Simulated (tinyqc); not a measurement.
# Changing the mode mass M

Model: one anharmonic mode: perturbation theory, self-consistent phonons and exact levels. Computed by tinyqc, a small Python program. Command: `OMP_NUM_THREADS=1 python tinyqc.py 3005052 3005053 out.jsonl scp sweep`. One thread of a shared host (Intel(R) Xeon(R) Processor @ 2.30GHz), about 0.05 s of CPU time with the checks.

V(x) = k x^2/2 + b x^4 for one coordinate x of mass M. A constant K > 0 gives hbar Omega = sqrt((hbar^2/u) K/M) with K in eV/angstrom^2 and M in u.

Inputs (values chosen for the exercise, for a model mode):
```
quantity             value           unit
harmonic constant k  -2.75  eV/angstrom^2
quartic constant b     131  eV/angstrom^4
temperature T          240              K
mixing                 0.2              -
```

Shape: double well.

Constants: hbar^2/u = 4.18015928e-03 eV angstrom^2; k_B = 8.617333262e-05 eV/K.

Method:
- Self-consistent phonon, centred at x = 0: K = k + 12 b <x^2>, <x^2> = (hbar Omega/(2K)) coth(hbar Omega/(2 k_B T)).
- Start at K = |k|; K(new) = K + mixing x (K_out - K), but at least K/20; stop when |K_out - K| < 1e-9 |k| or after 90 steps.
- Its free energy is F = k_B T ln[2 sinh(hbar Omega/(2 k_B T))] + (k - K)<x^2>/2 + 3 b <x^2>^2, an upper bound to the exact one.
- Basis: oscillator states n of the constant |k|, with x = s (a + a+), s^2 = hbar Omega/(2|k|); H = hbar Omega (n + 1/2) + (k - |k|) x^2/2 + b x^4, with exact matrix elements of x^2 and x^4.
- Exact values use 120 basis states: F = -k_B T ln sum exp(-E_n/(k_B T)), and <x^2> is the Boltzmann mean.

One run for each value:
```
mode mass M (u)  E_1 - E_0 (meV)  self-consistent quantum (meV)  exact <x^2> (angstrom^2)
14                         31.07                          39.55                  0.005987
22                         21.97                          30.71                  0.005963
36                         14.88                          23.55                  0.005979
60                          9.75                          18.02                  0.006005
98                          6.34                          14.00                  0.006026
160                         3.98                          10.91                  0.006042
260                         2.39                           8.53                  0.006053
430                         1.29                           6.62                  0.006060
```

What does the table show, and why?

Over the rows, E_1 - E_0 (meV) falls from 31.1 to 1.29 (exponent d ln y / d ln x -0.77 between the first rows and -1.2 between the last); self-consistent quantum (meV) falls from 39.6 to 6.62 (exponent d ln y / d ln x -0.56 between the first rows and -0.50 between the last); exact <x^2> (angstrom^2) goes from 0.00599 through a minimum among these rows, 0.00596 at 22.0, to 0.00606. At the high end the exponent of self-consistent quantum is -0.50, close to -0.50: the harmonic or classical law. In a double well a heavier mass cuts the tunnelling splitting faster than any power.

Extremes, crossings and ranges named in words are read from the listed rows.
